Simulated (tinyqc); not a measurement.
Abrupt p-n junction, non-linear Poisson equation by Newton steps: one step of the calculation.

One dimension, p side on the left, n side on the right; net doping C = -Na for x < 0 and +Nd for x > 0. The potential psi is counted from the intrinsic level, and the quasi-Fermi potentials are flat: 0 for holes and -V for electrons, so n = ni exp((psi + V)/Vt) and p = ni exp(-psi/Vt) (Boltzmann statistics, full ionisation, no current). Under reverse bias this makes the minority densities vanishingly small everywhere; they play no part in the charge.

Problem. Check against the exact first integral and the depletion approximation. ni = sqrt(Nc Nv) exp(-Eg/(2 Vt)), Eg in volts. Exact first integral for an abrupt junction with thick neutral sides: psi_p = -Vt ln(Na/ni), psi_n = Vt ln(Nd/ni) - V, psi_j = (Nd psi_n + Na psi_p - Vt (Nd - Na))/(Na + Nd) at the junction, n_j = ni exp((psi_j + V)/Vt), p_j = ni exp(-psi_j/Vt), and E_j^2 = (2 q/(eps0 eps_r)) [Nd (psi_n - psi_j - Vt) + Vt (n_j + p_j)] (minority densities of the neutral sides neglected). Depletion approximation: Vbi = Vt ln(Na Nd/ni^2), W = sqrt(2 eps0 eps_r (Vbi - V)(1/Na + 1/Nd)/q), xp = W Nd/(Na + Nd), xn = W Na/(Na + Nd), peak field 2 (Vbi - V)/W, capacitance eps0 eps_r/W.

Parameters, values chosen for the exercise; band and dielectric values close to those of silicon: temperature T = 325 K; band gap Eg = 1.14 eV; relative permittivity eps_r = 11.6; conduction-band density of states at T Nc = 3.22e19 cm^-3; valence-band density of states at T Nv = 2.98e19 cm^-3; acceptor density of the p side Na = 5.7e17 cm^-3; donor density of the n side Nd = 1.9e18 cm^-3; bias of the p side against the n side V = -1.6 V.

Constants: q = 1.602176634e-19 C, kB = 1.380649e-23 J/K, Vt = kB T/q, eps0 = 8.8541878128e-14 F/cm where lengths are in cm. Results are converted to the units shown.

Find: psi_j; exact field at the junction; Vbi; W; peak field in the depletion approximation.

Solution.

psi_j = 1.4883 V
exact field at the junction = 584.08 kV/cm
Vbi = 0.94993 V
W = 86.350 nm
peak field in the depletion approximation = 590.60 kV/cm

tinyqc, about 0.05 s, one thread, Intel Xeon 2.30GHz (shared host): `OMP_NUM_THREADS=1 python tinyqc.py 2000143 2000144 out.jsonl`
